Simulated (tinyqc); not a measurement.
Layer against dose: implant damage, amorphisation by cascade overlap, and solid-phase epitaxial regrowth. Computed by tinyqc, a small Python program. Command: `OMP_NUM_THREADS=1 python tinyqc.py 3110560 3110561 out.jsonl sper walk`. One thread of a shared host (Intel(R) Xeon(R) Processor @ 2.30GHz), about 0.01 s of CPU time with the checks.

Range and width of the damage are inputs. Dynamic annealing enters only through the surviving share f.

Inputs (values chosen for the exercise, modelled on phosphorus ions in silicon):

| quantity | value | unit |
|---|---|---|
| atomic density N | 49.9 | 1/nm^3 |
| ion Z1 | 15 | - |
| ion mass M1 | 31 | u |
| target Z2 | 14 | - |
| target mass M2 | 28.09 | u |
| ion energy E | 41 | keV |
| displacement energy E_d | 14 | eV |
| depth of the damage peak R_d | 33 | nm |
| width of the damage profile s_d | 18 | nm |
| share of defects that survive f | 0.98 | - |
| critical displaced share x_c | 0.16 | - |
| dose Q | 6.3e+14 | 1/cm^2 |

Constants: a_0 = 0.529177210903 angstrom; e^2/(4 pi eps_0) = 14.39964548 eV angstrom.

Method. Robinson partition: eps = E a M2/(Z1 Z2 (e^2/(4 pi eps_0)) (M1 + M2)), a = 0.8853 a_0/sqrt(Z1^(2/3) + Z2^(2/3)); k = 0.0793 Z1^(2/3) Z2^(1/2) (M1 + M2)^(3/2)/((Z1^(2/3) + Z2^(2/3))^(3/4) M1^(3/2) M2^(1/2)); damage energy T_d = E/(1 + k (eps + 0.40244 eps^(3/4) + 3.4008 eps^(1/6))); displacements nu = 0.8 T_d/(2 E_d). Displaced share x(z) = f nu Q exp(-(z - R_d)^2/(2 s_d^2))/(sqrt(2 pi) s_d N); the layer is amorphous where x > x_c, between R_d -/+ s_d sqrt(2 ln(x_max/x_c)), the upper edge being cut at the surface. Threshold dose Q_c = Q x_c/x_max.

threshold dose Q_c = 5.14305e+13 1/cm^2

displacements per ion nu = 714.720

Dose series; the last column is f nu Q erfc((z2 - R_d)/(sqrt2 s_d))/2:

| Q (1/cm^2) | x_max | upper edge (nm) | lower edge (nm) | displaced atoms beyond z2 (1/cm^2) |
|---|---|---|---|---|
| 5.66e+13 | 0.1761 | 25.122 | 40.878 | 1.3115e+16 |
| 7.71e+13 | 0.2399 | 16.803 | 49.197 | 9.9418e+15 |
| 1.29e+14 | 0.4013 | 8.589 | 57.411 | 7.9083e+15 |
| 2.06e+14 | 0.6409 | 3.013 | 62.987 | 6.9063e+15 |
| 3.60e+14 | 1.1200 | 0.000 | 68.510 | 6.1177e+15 |
| 6.17e+14 | 1.9195 | 0.000 | 73.125 | 5.5752e+15 |
| 1.29e+15 | 4.0132 | 0.000 | 78.694 | 5.0286e+15 |
| 2.57e+15 | 7.9953 | 0.000 | 83.345 | 4.6433e+15 |

What does the comparison show, and why?

A dose 45 times larger moves the lower edge from 40.9 to 83.3 nm, as the root of a logarithm, and the damage beyond it falls by a factor 2.8, since the edge lies on an ever steeper tail. The layer reaches the surface at Q_c exp(R_d^2/(2 s_d^2)) = 2.76e14 per cm^2.
